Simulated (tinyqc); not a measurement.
Sp3 tight binding, zinc-blende lattice, step by step. One step of it, computed by the program tinyqc.

Task: Bloch Hamiltonian at X. Slater-Koster rules over the four bonds with direction cosines (l, m, n): ss V_ss; s-px l V_sp; px-s -l V_sp; px-px l^2 V_pps + (1 - l^2) V_ppp; px-py l m (V_pps - V_ppp); each times exp(i k.d).

Parameters chosen for this model: zinc-blende lattice, anion at 0, cation at a/4 (1,1,1); V = eta hbar^2 / (m d^2), hbar^2/m = 7.619964 eV angstrom^2:
```
parameter          value      unit
a               4.190000  angstrom
d               1.814323  angstrom
Es anion      -14.920000        eV
Ep anion       -6.760000        eV
Es cation     -14.920000        eV
Ep cation      -6.760000        eV
eta ss         -1.400000
eta sp          1.840000
eta pp sigma    3.240000
eta pp pi      -0.810000
V ss           -3.240796        eV
V sp            4.259331        eV
V pp sigma      7.500127        eV
V pp pi        -1.875032        eV
```

k point X (2 pi / a): 1  0  0

Give: H(k) at X.

Result:

H(k) at X (eV), lower triangle (Hermitian):
```
               a s          a px           a py           a pz
a s        -14.920
a px         0.000        -6.760
a py         0.000         0.000         -6.760
a pz         0.000         0.000          0.000         -6.760
c s          0.000  0.000+9.837i          0.000          0.000
c px  0.000-9.837i         0.000          0.000          0.000
c py         0.000         0.000          0.000  0.000-12.500i
c pz         0.000         0.000  0.000-12.500i          0.000

          c s    c px    c py    c pz
c s   -14.920
c px    0.000  -6.760
c py    0.000   0.000  -6.760
c pz    0.000   0.000   0.000  -6.760
```
